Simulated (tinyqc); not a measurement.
Inside a calculation: polytypes by hexagonality, and a cubic inclusion as a quantum well. Values are carried at full precision from step to step, so a last printed digit may differ when a step is redone from the rounded ones.

A layer is h if its two neighbours in the periodic sequence sit on the same site, k otherwise; the hexagonality h is the share of h layers.

Constants: hbar^2/2m0 = 3.80998211 eV angstrom^2.

Inputs chosen for the exercise (of the order of those of InAs; not measured data): E3 = 0.415 eV (gap of the cubic polytype); E2 = 0.46 eV (gap of 2H); Ev2 = 0.049 eV (valence top of 2H above that of 3C); P2 = 0.0023 C/m^2 (spontaneous polarisation of 2H); m = (0.024, 0.027) m0 (electron mass along c in the cubic layer and in the host); d = 3.507 angstrom (thickness of a double layer); eps = 15.3 (dielectric constant); N = 12 (double layers in the cubic inclusion).

## Hexagonality

Stacking sequences:
```
polytype,sequence
2H,AB
6H,ABCACB
10H,ABCABCBACB
15R,ABCACBCABACABCB
21R,ABCACBACABCBACBCABACB
```

Give the h/k string and h of each.

Hexagonality:
```
polytype,h/k string,h
2H,hh,1.0000
6H,hkkhkk,0.3333
10H,hkkkkhkkkk,0.2000
15R,hkkhkhkkhkhkkhk,0.4000
21R,hkkhkkkhkkhkkkhkkhkkk,0.2857
```

## Gaps and band edges

Gap: E3 + (E2 - E3) h. Valence top Ev2 h and polarisation P2 h, both counted from 3C; Ec = Ev + gap.

Evaluate for each polytype.

Results:
```
polytype,gap (eV),Ev (eV),Ec (eV),P (C/m^2)
2H,0.4600,0.0490,0.5090,0.00230
6H,0.4300,0.0163,0.4463,0.00077
10H,0.4240,0.0098,0.4338,0.00046
15R,0.4330,0.0196,0.4526,0.00092
21R,0.4279,0.0140,0.4419,0.00066
```

The widest gap is that of 2H, the narrowest that of 10H. Ev and Ec both rise with h, so 3C collects electrons and the more hexagonal side holes: a staggered line-up.

## The bound level without the field

A cubic inclusion of width L = N d in the host (h = 1) is a well of depth V = Ec(host) - Ec(3C). Square well with mass mismatch: k tan(k L/2) = (m_w/m_b) q, k = sqrt(m_w E/c), q = sqrt(m_b (V - E)/c), c = hbar^2/2m0, lowest root. The depth of the level, V - E, is its binding, and the transition to the valence top of the host is gap(host) - (V - E). The step in polarisation gives a field |F| = |P|/(eps eps0) in a thin inclusion, eps0 = 8.8541878e-12 F/m.

Give V, L, the level E, its depth below the host conduction edge and the transition to the valence top of the host, gap(host) - (V - E).

V = 0.0940 eV
L = 42.084 angstrom
E above the bottom = 0.0741 eV
depth below the host edge = 0.0199 eV
transition = 0.4401 eV

The level keeps 21 % of the well depth. The transition lies above the gap of 3C itself (0.415 eV).

## The polarisation field

Give |F|, the drop |F| L, the bound charge |P|/e per cm^2 (e = 1.602176634e-19 C), and, as a first estimate, the shift -|F| L/2 of the transition for an electron centred in the layer and a hole in the host on the high side.

|F| = 0.170 MV/cm
drop = 71.5 meV
bound charge = 1.44e+12 cm^-2
estimated shift = -35.7 meV

The drop is 76 % of the well depth. The host edge on the low side sinks by 36 meV against the centre, more than the 20 meV by which the flat well binds, so the level may not survive the field and the estimate must be checked.

## Checks

- Square-well root against finite differences on a grid of 0.5 angstrom (eV): both 0.074.

(tinyqc, `OMP_NUM_THREADS=1 python tinyqc.py 1881254 1881255 out.jsonl`, Intel(R) Xeon(R) Processor @ 2.30GHz, 1 thread, shared host, about 0.1 s.)
